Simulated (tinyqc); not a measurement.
Microkinetic model of low-temperature epitaxy from hydride gases: adsorption, hydrogen desorption and rate control: one step, computed by the program tinyqc.

Each hydride molecule needs two free sites and leaves four hydrogen atoms, of which two leave at once as H2; theta is the hydrogen coverage, the site density is 6.78 per nm^2 and one layer is 1.358 angstrom thick.

Problem. Coverage and growth rate. With k the hydride and k_H the hydrogen adsorption rate on free pairs and k_d the desorption rate, steady state: 2 (k + k_H)(1 - theta)^2 = k_d theta; growth rate R = k (1 - theta)^2 layers/s; 1 layer/s = 8.148 nm/min. With c = 2 (k + k_H)/k_d the free share is 1 - theta = 2/(1 + sqrt(1 + 4c)).

Inputs (values chosen for the exercise, close to those used for silane and germane on Si(001)): temperature T = 490 C.

Film: silicon-germanium. Order of hydrogen desorption: first.

k = 1.275162 1/s

k_H = 0 1/s

k_d = 0.03594777 1/s

Give: c; hydrogen coverage theta; growth rate R in layers; growth rate G.

Solution.

c = 70.95

hydrogen coverage theta = 0.8881

growth rate R in layers = 0.01596 layers/s

growth rate G = 0.1301 nm/min

Hydrogen covers most sites: its desorption limits growth.
